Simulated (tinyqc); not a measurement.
Metal gate on a two-layer dielectric stack with fixed charge and a dipole: one step of the calculation.

Gate, layer 2, layer 1, p-type semiconductor; x runs from the gate inwards. Charges are counted in units of +q. psi is the band bending at the surface, positive towards inversion. Classical charge, Boltzmann statistics, no interface traps.

Problem. Fields and voltage drops. EOT = 3.9 (t1/e1 + t2/e2), Cox = eps0/(t1/e1 + t2/e2); phi_ms = pM - (chi + Eg - Vt ln(Nv/Na)).

Gauss: D = -Qs just inside the semiconductor; going towards the gate subtract q Q1, then q r1 t1, q Q2 and q r2 t2. Field = D/(eps0 e); the drop over a layer is its mean field times its thickness; Vg = phi_ms + Vd + psi + both drops.

Parameters, values chosen for the exercise; band and dielectric values close to those of silicon, layer 1 close to silicon dioxide, layer 2 close to aluminium oxide: temperature T = 300 K; band gap Eg = 1.1 eV; relative permittivity eps_r = 11.5; valence-band density of states at T Nv = 2.65e19 cm^-3; electron affinity chi = 4.05 eV; acceptor density Na = 1.1e16 cm^-3; work function of the gate metal pM = 4.34 eV; thickness of layer 1, next to the semiconductor t1 = 0.5 nm; relative permittivity of layer 1 e1 = 3.81; thickness of layer 2, next to the gate t2 = 3.3 nm; relative permittivity of layer 2 e2 = 9.36; fixed charge at the semiconductor interface Q1 = 4.1e11 cm^-2; fixed charge between the layers Q2 = 6.4e11 cm^-2; uniform charge density in layer 1 r1 = 0 cm^-3; uniform charge density in layer 2 r2 = -7.9e18 cm^-3; flat-band shift by a dipole layer between the layers Vd = -0.22 V; band bending psi of the working point ps = 0.476 V.

Constants: q = 1.602176634e-19 C, kB = 1.380649e-23 J/K, Vt = kB T/q, eps0 = 8.8541878128e-14 F/cm where lengths are in cm. Results are converted to the units shown.

Qs = -0.040194809 uC/cm^2

Give: D; field; drop over layer 2; drop over layer 1; Vg.

Solution.

```
place	D (uC/cm^2)	field (MV/cm)
layer 2, gate side	0.28965	0.34951
layer 2, inner side	-0.12803	-0.15449
layer 1, outer side	-0.02549	-0.07557
layer 1, semiconductor side	-0.02549	-0.07557
semiconductor surface	0.04019	0.03948
```

drop over layer 2 = 0.032178 V
drop over layer 1 = -0.0037787 V
Vg = -0.32429 V

The same Vg follows from Vfb + psi - Qs/Cox. The largest field, 0.350 MV/cm in size, is at: layer 2, gate side.

tinyqc, about 0.01 s, one thread, Intel Xeon 2.30GHz (shared host): `OMP_NUM_THREADS=1 python tinyqc.py 2010076 2010077 out.jsonl`
